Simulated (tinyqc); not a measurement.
Dopant mobility from one pulse.

Problem. With linear drift and no window, R = Ron x + Roff (1 - x), dx/dt = k i, k = mv Ron/D^2, and so R^2 = R0^2 - 2 k (Roff - Ron) phi after the flux phi. Find x0, k, mv and the charge passed.

Parameters, values chosen for the exercise:
- Ron = 100 ohm (resistance of the fully doped film)
- Roff = 10000 ohm (resistance of the undoped film)
- D = 8 nm (film thickness)

R before and after a pulse of flux 0.018 V s (ohm): 6832  5319.7132

Answer. R^2 is linear in the flux and R is linear in the charge.

x0 = 0.320
k = 5.16e4 1/C
mv = 3.30e-14 m^2/(V s)
charge = 2.96 uC

Numbers from tinyqc (`OMP_NUM_THREADS=1 python tinyqc.py 2880003 2880004 out.jsonl`; about 0.1 s on one thread of a shared Intel Xeon 2.30GHz).
